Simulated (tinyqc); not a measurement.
# AlGaN/GaN HEMT with access regions, lumped model: what changes with what

A polarisation-induced electron sheet under a Schottky gate, in series with two ungated access regions and contacts. Drift law v = mu E/(1 + mu E/vs) under the gate. Currents in mA/mm, resistances in ohm mm. No self-heating, no channel-length modulation; fits for polarisation, barrier and offset are chosen for the exercise.

Inputs (values chosen for the exercise); values close to those of AlGaN/GaN structures:
- x = 0.29 (aluminium share of the barrier)
- d = 12 nm (barrier thickness)
- eps_r = 9.3 (relative permittivity of barrier and channel)
- mu = 1500 cm^2/(V s) (channel mobility)
- vs = 1.2e7 cm/s (saturation velocity)
- Lg = 0.25 um (gate length)
- Ls = 0.5 um (source access length)
- Ld = 2 um (drain access length)
- Rc = 0.48 ohm mm (resistance of each contact)
- ft = 0 (share of the drain-access electrons removed by traps)
- Vg = 0 V (gate voltage)

Constants: q = 1.602176634e-19 C, eps0 = 8.8541878128e-14 F/cm where lengths are in cm. Results are converted to the units shown.

Each table varies one quantity; the others keep the values above.

## Effect of the barrier thickness

sigma = (5e13 x + 1.6e13 x^2) cm^-2, phiB = 0.84 + 1.3 x, dEc = 0.7 (1.71 x + x^2) in volts, Cb = eps0 eps_r/d, VT = phiB - dEc - q sigma/Cb, access density n0 = -Cb VT/q. Access resistance R(L, n) = L/(q mu n sqrt(1 - (I/(q n vs))^2)); Rs = Rc + R(Ls, n0), Rd = Rc + R(Ld, (1 - ft) n0). Vg' = Vg - I Rs, Vd' = Vd - I (Rs + Rd); with u = Vg' - VT, Vc = vs Lg/mu and w the smaller of Vd' and Vc [sqrt(1 + 2 u/Vc) - 1] (0 if negative), the channel gives (mu Cb/Lg)(u w - w^2/2)/(1 + w/Vc). I equals that channel current. Isat is I at Vd = 10 V, gm = dIsat/dVg, Ron the limit of Vd/I at small Vd.

Result of one run:
```
d (nm)	VT (V)	n0 (cm^-2)	Ron (ohm mm)	Isat (mA/mm)	gm (mS/mm)
14	-3.505	1.287e13	1.849	1274	402.1
```

What becomes of these results when the barrier thickness d is changed from 14 to 11 nm, all else the same?

Result of the changed run:
```
d (nm)	VT (V)	n0 (cm^-2)	Ron (ohm mm)	Isat (mA/mm)	gm (mS/mm)
11	-2.580	1.206e13	1.909	1059	462.4
```

The whole series:
```
d (nm)	VT (V)	n0 (cm^-2)	Ron (ohm mm)	Isat (mA/mm)	gm (mS/mm)
8	-1.655	1.064e13	2.036	770.3	537.7
11	-2.580	1.206e13	1.909	1059	462.4
14	-3.505	1.287e13	1.849	1274	402.1
18	-4.739	1.353e13	1.806	1486	341.3
22	-5.972	1.395e13	1.780	1645	296.1
27	-7.513	1.430e13	1.760	1795	254.0
33	-9.363	1.458e13	1.745	1931	216.9
```

As d goes from 8 to 33 nm, Ron falls from 2.04 to 1.74 ohm mm, Isat rises from 770 to 1930 mA/mm and gm falls from 538 to 217 mS/mm. VT falls from -1.66 to -9.36 V. In every row the power passes 5 W/mm, where self-heating, left out here, lowers the current. At d = 33 nm the barrier is thick and rich enough in aluminium to relax or crack.

## Effect of the gate voltage

Same model as above.

The same in every row: VT (V) = -2.889; n0 (cm^-2) = 1.237e13.

Results:
```
Vg (V)	Ron (ohm mm)	Isat (mA/mm)	gm (mS/mm)
-2.5	2.426	93.98	333.4
-1.9	2.046	319.2	402.6
-1.4	1.964	526.5	424.4
-0.8	1.917	785.5	437.1
-0.2	1.891	1049	441.1
0.9	1.865	1529	425.5
1.5	1.856	1777	395.6
```

Estimate the missing row, Vg = 0.4 V.

Computed row:
```
Vg (V)	Ron (ohm mm)	Isat (mA/mm)	gm (mS/mm)
0.4	1.875	1313	436.9
```

With this row back in the table: As Vg goes from -2.5 to 1.5 V, Ron falls from 2.43 to 1.86 ohm mm, Isat rises from 94.0 to 1780 mA/mm and gm goes from 333 through a maximum of 441 (at Vg = -0.2 V among the rows listed) to 396 mS/mm. The ceiling Cb vs is 823 mS/mm. For Vg = -1.4 to 1.5 V the power passes 5 W/mm, where self-heating, left out here, lowers the current. At Vg = 1.5 V Vg comes within 0.2 V of phiB or passes it, so at low drain current, as for Ron, the Schottky gate would conduct.

## Effect of the aluminium share of the barrier

Same model as above.

Effect of the aluminium share of the barrier:
```
x	VT (V)	n0 (cm^-2)	Ron (ohm mm)	Isat (mA/mm)	gm (mS/mm)
0.12	-0.6124	2.623e12	5.323	139.7	284.0
0.17	-1.255	5.376e12	3.088	388.6	365.0
0.22	-1.920	8.225e12	2.351	681.2	406.4
0.27	-2.608	1.117e13	1.985	1002	432.6
0.32	-3.317	1.421e13	1.765	1347	451.0
0.37	-4.049	1.734e13	1.620	1710	465.0
0.42	-4.802	2.057e13	1.516	2092	476.0
```

What does the table show?

As x goes from 0.12 to 0.42, Ron falls from 5.32 to 1.52 ohm mm, Isat rises from 140 to 2090 mA/mm and gm rises from 284 to 476 mS/mm. VT falls from -0.612 to -4.80 V. For x = 0.22 to 0.42 the power passes 5 W/mm, where self-heating, left out here, lowers the current.

tinyqc, about 0.05 s, one thread, Intel Xeon 2.30GHz (shared host): `OMP_NUM_THREADS=1 python tinyqc.py 2570139 2570140 out.jsonl`
